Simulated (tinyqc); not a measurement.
Inside a calculation. Method: Hueckel theory of the pi electrons with the omega technique, for the molecule c1ccc2cc3ccccc3cc2c1 (SMILES; centres numbered as the heavy atoms are written). One step of it, computed by the program tinyqc.

Problem. Energy, charges, bond orders. E = sum n x; q_r = z_r - P_rr; bond order p = P_rs; free valence = sqrt(3) - sum of p over the bonds of the atom.

x values: 2.414214  2.000000  1.414214  1.414214  1.000000  1.000000  0.414214  -0.414214  -1.000000  -1.000000  -1.414214  -1.414214  -2.000000  -2.414214

occupations: 2.000000  2.000000  2.000000  2.000000  2.000000  2.000000  2.000000  0.000000  0.000000  0.000000  0.000000  0.000000  0.000000  0.000000

charge and bond-order matrix P, lower triangle:
```
            1C         2C         3C         4C         5C         6C         7C         8C
1C    1.000000
2C    0.585871   1.000000
3C    0.000000   0.737394   1.000000
4C   -0.217174   0.000000   0.535364   1.000000
5C    0.000000  -0.202031   0.000000   0.606092   1.000000
6C    0.116159   0.000000  -0.131303   0.000000   0.606092   1.000000
7C    0.000000   0.070728   0.000000  -0.131303   0.000000   0.535364   1.000000
8C   -0.080795   0.000000   0.070728   0.000000  -0.202031   0.000000   0.737394   1.000000
9C    0.000000  -0.080795   0.000000   0.116159   0.000000  -0.217174   0.000000   0.585871
10C   0.070728   0.000000  -0.035364   0.000000   0.101015   0.000000  -0.368697   0.000000
11C   0.000000   0.116159   0.000000  -0.181810   0.000000   0.484856   0.000000  -0.217174
12C  -0.202031   0.000000   0.101015   0.000000  -0.404061   0.000000   0.101015   0.000000
13C   0.000000  -0.217174   0.000000   0.484856   0.000000  -0.181810   0.000000   0.116159
14C   0.737394   0.000000  -0.368697   0.000000   0.101015   0.000000  -0.035364   0.000000

            9C        10C        11C       12C       13C       14C
9C    1.000000
10C   0.737394   1.000000
11C   0.000000   0.535364   1.000000
12C  -0.202031   0.000000   0.606092  1.000000
13C   0.000000  -0.131303   0.000000  0.606092  1.000000
14C   0.070728   0.000000  -0.131303  0.000000  0.535364  1.000000
```

Centres:
```
centre  z_r, pi electrons of the neutral centre         h
1C                                            1  0.000000
2C                                            1  0.000000
3C                                            1  0.000000
4C                                            1  0.000000
5C                                            1  0.000000
6C                                            1  0.000000
7C                                            1  0.000000
8C                                            1  0.000000
9C                                            1  0.000000
10C                                           1  0.000000
11C                                           1  0.000000
12C                                           1  0.000000
13C                                           1  0.000000
14C                                           1  0.000000
```

Bonds:
```
i    j  k
1    2  1
2    3  1
3    4  1
4    5  1
5    6  1
6    7  1
7    8  1
8    9  1
9   10  1
10  11  1
11  12  1
12  13  1
13  14  1
14   1  1
13   4  1
11   6  1
```

Give: pi energy = 14 alpha + this times beta; pi charges; Bond orders and lengths from R = 1.517 - 0.180 p; free valence of the carbons; gap between the highest filled and the next level.

Solution.

pi energy = 14 alpha + this times beta = 19.314

pi charges: 1C 0.000, 2C 0.000, 3C 0.000, 4C 0.000, 5C 0.000, 6C 0.000, 7C 0.000, 8C 0.000, 9C 0.000, 10C 0.000, 11C 0.000, 12C 0.000, 13C 0.000, 14C 0.000

Bond orders and lengths from R = 1.517 - 0.180 p (angstrom, C-C alone):
```
bond       p      R
1-2    0.586  1.412
2-3    0.737  1.384
3-4    0.535  1.421
4-5    0.606  1.408
5-6    0.606  1.408
6-7    0.535  1.421
7-8    0.737  1.384
8-9    0.586  1.412
9-10   0.737  1.384
10-11  0.535  1.421
11-12  0.606  1.408
12-13  0.606  1.408
13-14  0.535  1.421
14-1   0.737  1.384
13-4   0.485  1.430
11-6   0.485  1.430
```

free valence of the carbons: 1C 0.409, 2C 0.409, 3C 0.459, 4C 0.106, 5C 0.520, 6C 0.106, 7C 0.459, 8C 0.409, 9C 0.409, 10C 0.459, 11C 0.106, 12C 0.520, 13C 0.106, 14C 0.459

gap between the highest filled and the next level = 0.828 |beta|
